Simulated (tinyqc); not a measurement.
G0W0 on RHF in the 3-21g basis, for HeH+, spin multiplicity 1, step by step. One step of it, computed by the program tinyqc.

Problem. Orthogonalisation. S = U s U^T; symmetric (Loewdin) form X = U s^(-1/2) U^T, so that X^T S X = 1.

overlap S:
```
          1He 1s    1He 2s     2H 1s     2H 2s
1He 1s  1.000000  0.595216  0.044130  0.173278
1He 2s  0.595216  1.000000  0.242026  0.499996
2H 1s   0.044130  0.242026  1.000000  0.645899
2H 2s   0.173278  0.499996  0.645899  1.000000
```

Give: eigenvalues of S; X.

Solution.

eigenvalues of S: 0.255  0.412  1.200  2.133

X:
```
        1He 1s  1He 2s   2H 1s   2H 2s
1He 1s   1.192  -0.422   0.023   0.041
1He 2s  -0.422   1.336   0.005  -0.347
2H 1s    0.023   0.005   1.235  -0.465
2H 2s    0.041  -0.347  -0.465   1.373
```
